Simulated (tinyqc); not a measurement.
# Six-transistor SRAM cell, nodal equations and margins: effects of single changes

Two cross-coupled inverters (pull-down bn, pull-up bp) hold the nodes Q and QB; access transistors (ba, threshold VTn, gate on the word line at Vdd when selected) join them to the bit lines. Transistor (EKV form, voltages against the body): I = 2 n b Vt^2 [F(vp - Vs) - F(vp - Vd)] from drain to source, F(v) = ln^2(1 + exp(v/(2 Vt))), vp = (Vg - VT + sg |Vd - Vs|)/n. n-channel bodies are at 0; for the p-channel device all voltages are counted down from Vdd. b in uA/V^2 gives I in uA. For an access transistor the bit line is the drain and the node the source. In a read both bit lines are at Vdd. The cell is symmetric (no mismatch).

Values chosen for this exercise:

| symbol | value | unit | meaning |
|---|---|---|---|
| T | 325 | K | temperature |
| Vdd | 1.2 | V | supply voltage |
| n | 1.45 |  | slope factor |
| sg | 0.029 |  | drain-induced barrier lowering |
| VTn | 0.25 | V | n-channel threshold |
| VTp | 0.42 | V | p-channel threshold (magnitude) |
| bn | 750 | uA/V^2 | gain factor of the pull-down transistor |
| ba | 300 | uA/V^2 | gain factor of the access transistor |
| bp | 390 | uA/V^2 | gain factor of the pull-up transistor |

Constants: q = 1.602176634e-19 C, kB = 1.380649e-23 J/K, Vt = kB T/q. Results are converted to the units shown.

Each table varies one quantity; the others keep the values above.

## Effect of the gain factor of the access transistor

f(x) is the node voltage of one half-cell for input x: In = Ip in hold, In = Ip + Ia in a read. Static noise margin: side of the largest square between the curve (x, f(x)) and its mirror image (f(y), y); with h(c) the root x of f(x) - x = c, it is the maximum over c > 0 of h(c) - h(-c) + c. Q is the low node in a read and Iread the current of its access transistor. The write trip is the voltage to which the bit line of the high node must fall (the other staying at Vdd) for that state to vanish; higher is easier, and a negative value means that a grounded bit line does not write.

The same in every row: hold margin (mV) = 422.4.

Effect of the gain factor of the access transistor:
```
ba (uA/V^2)	read margin (mV)	Q in a read (mV)	Iread (uA)	write trip (mV)
190	303.2	74.43	50.13	20.07
260	276.7	96.14	63.65	137.3
360	246.3	123.4	79.91	240.3
500	213.4	155.7	98.15	327.6
700	178.4	193.3	117.9	402.3
980	142.8	234.6	137.5	465.2
```

What does the table show?

As ba goes from 190 to 980 uA/V^2, the read margin falls from 303 to 143 mV, the write trip rises from 20.1 to 465 mV and Iread rises from 50.1 to 137 uA. The read margin is 0.72 of the hold margin in the first row and 0.34 in the last. Read stability and write ability pull in opposite directions.

## Effect of the n-channel threshold

Same model as above.

Effect of the n-channel threshold:
```
VTn (V)	hold margin (mV)	read margin (mV)	Q in a read (mV)	Iread (uA)	write trip (mV)
0.2	399.1	237.0	112.9	77.91	222.8
0.26	427.0	268.8	106.5	69.11	177.4
0.32	452.9	298.4	100.1	60.82	134.2
0.38	475.7	325.0	93.74	53.06	92.10
0.44	493.9	347.3	87.40	45.82	51.03
0.5	505.0	364.5	81.07	39.12	11.07
```

As VTn goes from 0.2 to 0.5 V, the read margin rises from 237 to 365 mV, the write trip falls from 223 to 11.1 mV and Iread falls from 77.9 to 39.1 uA. The read margin is 0.59 of the hold margin in the first row and 0.72 in the last. Read stability and write ability pull in opposite directions.

Program tinyqc, `OMP_NUM_THREADS=1 python tinyqc.py 2340172 2340173 out.jsonl`; Intel Xeon 2.30GHz, shared host, one thread, about 0.2 s.
